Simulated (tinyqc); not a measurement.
Comparisons within one model: Penn model of the dielectric constant and Phillips ionicity. A value that a table varies takes the place of the one given here.

n = 32/a^3; Ep^2 = 8 pi c e2 n with c = hbar^2/2m0, e2 = e^2/(4 pi eps0); EF = c (3 pi^2 n)^(2/3); eps = 1 + (Ep/Eg)^2 S with S = 1 - Eg/(4 EF) + (Eg/(4 EF))^2/3, Eg the Penn gap. Core d shells are left out.

Phillips: bond length d = sqrt(3) a/4; homopolar gap Eh = 39.74 d^(-2.48) eV (d in angstrom); Eg^2 = Eh^2 + C^2; ionicity fi = C^2/Eg^2.

Constants: hbar^2/2m0 = 3.80998211 eV angstrom^2; e^2/(4 pi eps0) = 14.39964547 eV angstrom.

Parameters, chosen for this exercise (out of a larger set: near those of diamond; not measured data): a = 3.584 angstrom (cubic lattice constant, 32 valence electrons a cell); C0 = 0 eV (ionic gap, held fixed); ei = 5.81 (high-frequency dielectric constant).

## Dielectric constant under pressure

The lattice constant is scaled by the factor listed; C = C0.

Results:

| factor | Eh (eV) | Eg (eV) | Ep (eV) | eps | fi |
|---|---|---|---|---|---|
| 0.94 | 15.578 | 15.578 | 33.969 | 5.206 | 0.000 |
| 0.96 | 14.786 | 14.786 | 32.913 | 5.389 | 0.000 |
| 0.98 | 14.049 | 14.049 | 31.911 | 5.575 | 0.000 |
| 0.99 | 13.699 | 13.699 | 31.429 | 5.670 | 0.000 |
| 1.00 | 13.362 | 13.362 | 30.959 | 5.766 | 0.000 |
| 1.01 | 13.036 | 13.036 | 30.500 | 5.862 | 0.000 |
| 1.02 | 12.722 | 12.722 | 30.052 | 5.960 | 0.000 |
| 1.04 | 12.124 | 12.124 | 29.190 | 6.158 | 0.000 |

How do the results move?

d ln eps/d ln a = +1.67 around factor 1: eps falls under compression. Ep^2 goes as a^-3 and Eh^2 as a^-4.96; with C fixed Eg^2 goes as a^-4.96 at fi = 0.000, and leaving S aside the two powers balance at fi = 0.395. The slope is a difference of two powers and the model omits d shells and any change of C, so it is no prediction for a real crystal; eps from C0 (row 1.00) need not match a measured ei.

## What moves the Penn gap and the ionicity

Eg from ei; fi = 1 - (Eh/Eg)^2, printed even where negative. Each row changes one parameter from the base and keeps the others.

Results:

| case | Ep (eV) | Eg (eV) | Eh (eV) | fi |
|---|---|---|---|---|
| base | 30.959 | 13.304 | 13.362 | -0.009 |
| a = 3.656 angstrom | 30.049 | 12.905 | 12.719 | 0.029 |
| ei = 5.23 | 30.959 | 14.133 | 13.362 | 0.106 |

What does this show?

The largest shifts from the base row, up to three for each result and ties (the steps differ in size, so this ranks the rows, not the parameters). Ep (eV): a -0.910; unchanged at the printed digits by ei. Eg (eV): ei +0.829, a -0.398. Eh (eV): a -0.643; unchanged at the printed digits by ei. fi: ei +0.115, a +0.037. For an elemental crystal fi should vanish; the values measure the misfit of the rule for Eh.

(tinyqc, `OMP_NUM_THREADS=1 python tinyqc.py 1681343 1681344 out.jsonl`, Intel(R) Xeon(R) Processor @ 2.30GHz, 1 thread, shared host, about 0.01 s.)
